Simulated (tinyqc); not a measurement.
What each parameter does: Wannier functions of a composite (isolated) pair of valence bands (bonds of an sp chain).

Each atom has a hybrid pointing left (<) and right (>). H(k): diagonal +V3 on A, -V3 on B; <A<|A>> = -V1a, <B<|B>> = -V1b, <A>|B<> = -V2, <B>|A<> = -V2p exp(ik); k in 1/a, Bloch sums with exp(ikR). The two lowest bands are filled. Trial functions in cell 0: g1 = cos(c) A> + sin(c) B<, and g2 = sin(c) B> + cos(c) A< of cell 1, whose Bloch vector has cos(c) exp(-ik) on A<. Projection A_mn = <psi_m|g_n>, S = A^+ A, Loewdin U = A S^(-1/2), Bloch-like states w_n = sum_m psi_m U_mn, H_W(k) = U^+ diag(E) U. P = sum_m |psi_m><psi_m| is free of phase choices, and S = g^+ P g, w = P g S^(-1/2).

Inputs chosen for the exercise: V2 = 2.61 eV (coupling in the bond A-B inside the cell); V2p = 3.72 eV (coupling in the bond to the next cell); V1a = 0.69 eV (coupling of the two hybrids on A); V1b = 1.19 eV (the same on B); V3 = 0.94 eV (A at +V3, B at -V3); c = 45 degrees (trial bonds cos(c) on A, sin(c) on B); xb = 0.57 a (position of B (A at 0)).

N = 12: centres, total spread (point-like hybrids at R and R + xb) and H_12(0). Each row changes one parameter from the base and keeps the others.

Results:

| case | centre 1 (a) | centre 2 (a) | total spread (a^2) | H_12(0) (eV) |
|---|---|---|---|---|
| base | 0.3811 | 0.7325 | 0.1215 | -0.7599 |
| V2 = 3.01 eV | 0.3695 | 0.7322 | 0.1229 | -0.7501 |
| V2p = 4.12 eV | 0.3813 | 0.7374 | 0.1213 | -0.7527 |
| V1a = 0.89 eV | 0.3799 | 0.7338 | 0.1228 | -0.7572 |
| V1b = 1.39 eV | 0.3817 | 0.7319 | 0.1231 | -0.8866 |
| V3 = 1.34 eV | 0.4140 | 0.7132 | 0.1110 | -0.8226 |
| xb = 0.62 a | 0.4141 | 0.7632 | 0.1252 | -0.7599 |

The largest shifts from the base row, up to three for each result and ties (the steps differ in size, so this ranks the rows, not the parameters). centre 1 (a): xb +0.0330, V3 +0.0329, V2 -0.0116. centre 2 (a): xb +0.0307, V3 -0.0193, V2p +0.0048. total spread (a^2): V3 -0.0105, xb +0.0037, V1b +0.0017. H_12(0) (eV): V1b -0.1267, V3 -0.0627, V2 +0.0098; unchanged at the printed digits by xb.

tinyqc: `OMP_NUM_THREADS=1 python tinyqc.py 1451579 1451580 out.jsonl`; about 0.3 s, one thread, shared Intel(R) Xeon(R) Processor @ 2.30GHz.
